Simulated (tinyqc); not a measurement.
# Energy and delay of logic against supply voltage: what changes with what

One expression serves below and above threshold: I(Vg) = Ik [ln(1 + exp((Vg - VT + dd V)/(al nf Vt)))]^al, with I_on = I(V) and I_off = I(0). Gate delay td = kd C V/I_on, clock period LD td. Per gate and cycle the switching energy is act C V^2 and the leakage energy I_off V LD td. No short-circuit current, no variation. Minima are sought above 0.09 V; below a few Vt gates no longer switch and the model has no meaning.

Inputs (values chosen for the exercise); values of the order met in logic technologies:
```
symbol,value,unit,meaning
T,300,K,temperature
VT,0.39,V,threshold voltage at zero drain bias
nf,1.05,,slope factor
dd,0.05,,barrier lowering per volt of supply
Ik,1.6,uA,specific current of a gate
al,1.3,,exponent of the current law
C,3.4,fF,load capacitance of a gate
kd,0.5,,delay factor
LD,16,,logic depth
act,0.05,,activity factor
```

Constants: q = 1.602176634e-19 C, kB = 1.380649e-23 J/K, Vt = kB T/q. Results are converted to the units shown.

Each table varies one quantity; the others keep the values above.

## Energy and delay against supply voltage

EDP = energy times td.

Energy and delay against supply voltage:
```
V (V)  I_on (uA)  I_off (nA)  td (ps)  switching (aJ)  leakage (aJ)  energy (aJ)  EDP (fJ ps)
0.15    3.047e-4    0.001214  8.368e5           3.825         2.439        6.264         5242
0.27     0.03067    0.001515  1.497e4           12.39       0.09795        12.49        187.0
0.38       1.253    0.001855    515.4           24.55      0.005813        24.55        12.65
0.5        9.222    0.002314    92.17           42.50      0.001706        42.50        3.918
0.62       21.57    0.002886    48.86           65.35      0.001399        65.35        3.193
0.73       34.73    0.003535    35.73           90.59      0.001475        90.59        3.237
0.85       50.55    0.004409    28.59           122.8      0.001714        122.8        3.511
0.97       67.61    0.005500    24.39           160.0      0.002082        160.0        3.901
1.08       84.19    0.006735    21.81           198.3      0.002538        198.3        4.324
1.2        103.2    0.008401    19.77           244.8      0.003189        244.8        4.840
```

Read the table: what changes, and by how much?

td falls from 8.37e5 to 19.8 ps; the energy rises from 6.26 to 245 aJ and the EDP goes from 5240 through a minimum of 3.19 (at V = 0.62 V among the rows listed) to 4.84 fJ ps. The exact minima lie at V = 0.154 V for the energy and 0.655 V for the EDP. Going from 1.2 V to the energy minimum saves a factor of 39.2 in energy and costs a factor of 36800 in delay. Below the minimum the leakage energy rises faster than the switching energy falls, because the clock period grows so steeply.

## Optimum supplies against the threshold voltage at zero drain bias

Same model as above.

V_min minimises the energy and V_EDP the product of energy and td.

Result of one run:
```
VT (V)  V_min (V)  energy at V_min (aJ)  leakage share (%)  clock at V_min (MHz)  V_EDP (V)  clock at V_EDP (GHz)
0.35       0.1543                 6.255              35.27                0.3738     0.5880                 1.392
```

What becomes of these results when the threshold voltage at zero drain bias VT is changed from 0.35 to 0.5 V, all else the same?

Result of the changed run:
```
VT (V)  V_min (V)  energy at V_min (aJ)  leakage share (%)  clock at V_min (MHz)  V_EDP (V)  clock at V_EDP (GHz)
0.5        0.1544                 6.248              35.17              0.001495     0.8403                 1.550
```

The whole series:
```
VT (V)  V_min (V)  energy at V_min (aJ)  leakage share (%)  clock at V_min (MHz)  V_EDP (V)  clock at V_EDP (GHz)
0.15       0.1478                 8.032              53.79                 282.9     0.2716                 1.251
0.2        0.1525                 6.713              41.11                 73.69     0.3376                 1.192
0.25       0.1539                 6.364              36.76                 13.97     0.4194                 1.256
0.3        0.1542                 6.277              35.56                 2.329     0.5037                 1.328
0.35       0.1543                 6.255              35.27                0.3738     0.5880                 1.392
0.4        0.1544                 6.250              35.19               0.05944     0.6722                 1.449
0.45       0.1544                 6.249              35.17              0.009428     0.7563                 1.502
0.5        0.1544                 6.248              35.17              0.001495     0.8403                 1.550
0.55       0.1544                 6.248              35.17              2.369e-4     0.9244                 1.595
```

As VT goes from 0.15 to 0.55, V_min rises from 0.148 to 0.154 V, the energy there falls from 8.03 to 6.25 aJ, the clock there falls from 283 to 2.37e-4 MHz and V_EDP rises from 0.272 to 0.924 V. V_min lies below VT for VT = 0.15, 0.2, 0.25, 0.3, 0.35, 0.4, 0.45, 0.5, 0.55 V. As VT grows, I_on too becomes a subthreshold current, VT cancels more and more from the energy, and it mainly sets the clock.

Numbers from tinyqc (`OMP_NUM_THREADS=1 python tinyqc.py 2082052 2082053 out.jsonl`; about 0.01 s on one thread of a shared Intel Xeon 2.30GHz).
